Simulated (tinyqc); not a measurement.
Comparisons within one model: model-solid line-up of a strained alloy layer on a substrate. A value that a table varies takes the place of the one given here.

All values of the alloy are linear in x but the gap, Eg(x) = (1 - x) Eg_A + x Eg_B - C x (1 - x), and the valence edge, Ev(x) = (1 - x) Ev_A + x Ev_B + fv C x (1 - x); Ec = Ev + Eg. Ev is the top of the unstrained valence band on a scale common to all materials. In the layer only the Gamma valley of the conduction band is followed, also where an X or L valley would lie lower.

Coherent growth on a (001) face: e_par = (a_s - a)/a, e_perp = -2 (C12/C11) e_par; exx = eyy = e_par, ezz = e_perp, no shear.

Strained edges: Ec + ac tr(e); the valence edges are Ev plus the levels of the 6 x 6 matrix of X, Y, Z times spin with -Dso/3 + l exx + m (eyy + ezz) on the diagonal (cyclic), n exy off it, l = av + 2 b, m = av - b, n = sqrt(3) d. Spin-orbit term (Dso/3) L.sigma on X, Y, Z with (L_k)_ij = -i epsilon_kij: <X+|H|Y+> = -i Dso/3, <X+|H|Z-> = Dso/3, <Y+|H|Z-> = -i Dso/3, <Z+|H|X-> = -Dso/3, <Z+|H|Y-> = i Dso/3, <X-|H|Y-> = i Dso/3, and their conjugates; + and - are the spin along z.

dEc = Ec(substrate) - Ec(layer), dEv = Ev(layer) - Ev(substrate); positive values confine the carrier in the layer. Type I: both of one sign; type II: opposite signs; type III: the gaps do not overlap.

Coherent growth: e_par = (a_s - a)/a. (001): e_perp = -2 (C12/C11) e_par; exx = eyy = e_par, ezz = e_perp, no shear. (111): e_perp = -(2 C11 + 4 C12 - 4 C44)/(C11 + 2 C12 + 4 C44) e_par; exx = eyy = ezz = (2 e_par + e_perp)/3 and exy = eyz = ezx = (e_perp - e_par)/3. (110): e_perp = -(C11 + 3 C12 - 2 C44)/(C11 + C12 + 2 C44) e_par; exx = eyy = (e_par + e_perp)/2, ezz = e_par, exy = (e_perp - e_par)/2, eyz = ezx = 0.

Values chosen for the exercise (A near InAs, B near InSb, substrate near GaSb; not measured data): a = (6.052, 6.47) angstrom (lattice constant of A, B); Eg = (0.421, 0.238) eV (gap at Gamma to the s-like level of A, B); Dso = (0.396, 0.81) eV (spin-orbit splitting of A, B); Ev = (-0.59, 0) eV (top of the unstrained valence band of A, B); ac = (-5.1, -6.95) eV (conduction deformation potential of A, B); av = (0.99, 0.36) eV (valence hydrostatic potential of A, B); b = (-1.83, -2) eV (tetragonal shear potential of A, B); d = (-3.63, -4.69) eV (trigonal shear potential of A, B); C11 = (82.3, 68.8) GPa (of A, B); C12 = (45.7, 37.6) GPa (of A, B); C44 = (39.6, 31.3) GPa (of A, B); C = 0.655 eV (bowing of the gap); fv = 0.7 (share of the bowing taken by the valence edge); a_s = 6.105 angstrom (substrate); Eg_s = 0.804 eV (lowest gap of the substrate); Ev_s = -0.03 eV (substrate valence edge); face = 001 (growth face); x = 0.55 (fraction of B).

## Composition against offsets

Each composition is strained to the same substrate.

Results:

| x | e_par (%) | relaxed gap (eV) | strained gap (eV) | valence splitting (meV) | dEc (eV) | dEv (eV) | type |
|---|---|---|---|---|---|---|---|
| 0.02 | 0.74 | 0.405 | 0.332 | 61 | 0.972 | -0.501 | III |
| 0.10 | 0.18 | 0.344 | 0.326 | 15 | 0.929 | -0.451 | III |
| 0.18 | -0.36 | 0.291 | 0.298 | 28 | 0.881 | -0.375 | III |
| 0.26 | -0.90 | 0.247 | 0.263 | 66 | 0.830 | -0.289 | III |
| 0.33 | -1.37 | 0.216 | 0.241 | 97 | 0.782 | -0.219 | II |
| 0.41 | -1.90 | 0.188 | 0.224 | 129 | 0.724 | -0.144 | II |
| 0.49 | -2.43 | 0.168 | 0.216 | 160 | 0.662 | -0.074 | II |
| 0.57 | -2.95 | 0.156 | 0.216 | 188 | 0.596 | -0.009 | II |

How do the results move?

The alloy matches the substrate at x = 0.127, where the top valence edge changes its character and the splitting passes through zero. The strained gap runs from 0.332 to 0.216 eV, against 0.405 to 0.156 eV for the relaxed alloy: strain takes back part of the change that the composition makes. It is not monotonic; its extremes in the table are 0.216 and 0.332 eV. Strains above 2 % can be kept only in layers of a few nanometres. The type changes: III to II between x = 0.26 and 0.33. Offsets below about 50 meV are within the spread of parameter sets, so those rows do not settle the type.

## The same layer on three faces

Composition and substrate are kept.

Results:

| face | e_perp (%) | tr(e) (%) | shift of Ec (meV) | shift of Ev (meV) | valence splitting (meV) | gap (eV) |
|---|---|---|---|---|---|---|
| (001) | 3.102 | -2.530 | 154.8 | 97.6 | 181.1 | 0.2154 |
| (111) | 1.653 | -3.979 | 243.4 | 83.1 | 175.0 | 0.3186 |
| (110) | 1.944 | -3.688 | 225.6 | 87.3 | 178.6 | 0.2966 |

How do the results move?

The layer yields most along the normal on (001) and least on (111), so the volume change, and with it the shift of Ec, is largest on (111). The valence splitting, set by b on (001), by d on (111) and by both on (110), is largest on (001). The gaps span 103 meV, from (001) to (111).

## What each parameter does

Strained gap, valence splitting and offsets. Each row changes one parameter from the base and keeps the others.

Results:

| case | gap (eV) | splitting (meV) | dEc (eV) | dEv (eV) |
|---|---|---|---|---|
| base | 0.2154 | 181.1 | 0.6130 | -0.0245 |
| x = 0.53 | 0.2149 | 174.1 | 0.6296 | -0.0405 |
| a_s = 6.085 angstrom | 0.2219 | 195.6 | 0.5955 | -0.0134 |
| C = 0.755 eV | 0.1907 | 181.1 | 0.6205 | -0.0071 |
| fv = 0.9 | 0.2154 | 181.1 | 0.5806 | 0.0080 |
| Ev_s = 0.02 eV | 0.2154 | 181.1 | 0.6630 | -0.0745 |
| C12 = (52.555, 43.24) GPa | 0.1750 | 191.3 | 0.6415 | -0.0125 |
| Dso = (0.455, 0.932) eV | 0.2154 | 187.4 | 0.6130 | -0.0245 |
| b = (-2.104, -2.3) eV | 0.1984 | 200.0 | 0.6130 | -0.0074 |

What does this show?

The largest shifts from the base row, up to three for each result and ties (the steps differ in size, so this ranks the rows, not the parameters). gap (eV): C12 -0.0404, C -0.0247, b -0.0171; unchanged at the printed digits by fv, Ev_s and Dso. splitting (meV): b +18.9, a_s +14.4, C12 +10.2; unchanged at the printed digits by C, fv and Ev_s. dEc (eV): Ev_s +0.0500, fv -0.0324, C12 +0.0285; unchanged at the printed digits by Dso and b. dEv (eV): Ev_s -0.0500, fv +0.0324, C +0.0173; unchanged at the printed digits by Dso.

tinyqc: `OMP_NUM_THREADS=1 python tinyqc.py 1080526 1080527 out.jsonl`; about 0.01 s, one thread, shared Intel(R) Xeon(R) Processor @ 2.30GHz.
